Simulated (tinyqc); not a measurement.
Raman shift of the zone-centre optical phonon of a diamond-structure crystal under stress: one step, computed by the program tinyqc. Command: `OMP_NUM_THREADS=1 python tinyqc.py 3013609 3013610 out.jsonl ramanstress walk`. One thread of a shared host (Intel(R) Xeon(R) Processor @ 2.30GHz), about 0.01 s of CPU time with the checks.

Axes x, y, z are the cube axes. Strain shifts the threefold optical mode and can split it; p, q and r are the phonon deformation potentials.

Task: Stress and strain tensors. Equal biaxial stress in the plane normal to the axis (unit vector n): sigma_ij = sigma (delta_ij - n_i n_j). eps_xx = S11 sigma_xx + S12 (sigma_yy + sigma_zz), and cyclic; eps_xy = S44 sigma_xy/2 (tensor strain).

Inputs (values chosen for the exercise, modelled on silicon): stress sigma (tension positive) = 0.12 GPa.

Stress state: biaxial. Axis: [001].

S44 = 12.67748 1/TPa

S11 = 7.728209 1/TPa

S12 = -2.141511 1/TPa

Give: stress; strain; volume strain.

Result:

stress (GPa):
```
      x     y     z
x  0.12  0.00  0.00
y  0.00  0.12  0.00
z  0.00  0.00  0.00
```

strain (per mille):
```
        x       y        z
x  0.6704  0.0000   0.0000
y  0.0000  0.6704   0.0000
z  0.0000  0.0000  -0.5140
```

volume strain = 0.8268 per mille
